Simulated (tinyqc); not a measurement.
Brillouin zone and empty-lattice bands of the bcc structure: one step. The free-electron sphere.

Primitive vectors a (-1/2,1/2,1/2), a (1/2,-1/2,1/2), a (1/2,1/2,-1/2); one atom. Reciprocal vectors obey a_i.b_j = 2 pi delta_ij; k is given in units of 2 pi/a. Empty-lattice levels are c0 (2 pi/a)^2 |k + G|^2, c0 = hbar^2/2m0. Points: H = (1, 0, 0), N = (0.5, 0.5, 0), P = (0.5, 0.5, 0.5).

Constants: hbar^2/2m0 = 3.80998211 eV angstrom^2; a0 (Bohr radius) = 0.5291772105 angstrom.

Values chosen for the exercise (out of a larger set: lattice near that of K; not measured data): a = 5.311 angstrom (lattice constant); Z = 1 (free electrons per atom).

Problem. n = Z/V, kF = (3 pi^2 n)^(1/3), EF = c0 kF^2, rs = (3/(4 pi n))^(1/3)/a0; compare kF with |k| of the points on the zone surface.

Give: n; kF; EF; rs; Points.

Solution.

n = 0.01335 1/angstrom^3
kF = 0.6204 2 pi/a
EF = 2.052 eV
rs = 4.942

Points:
```
point  |k| (2 pi/a)  kF/|k|  lowest level (eV)  levels below EF
H            1.0000   0.620              5.332                0
N            0.7071   0.877              2.666                0
P            0.8660   0.716              3.999                0
```

The sphere lies wholly inside the first zone; it comes closest to the surface at N (88 % of the way).

Program tinyqc; command `OMP_NUM_THREADS=1 python tinyqc.py 1850269 1850270 out.jsonl`; about 0.02 s on one thread of a shared Intel(R) Xeon(R) Processor @ 2.30GHz.
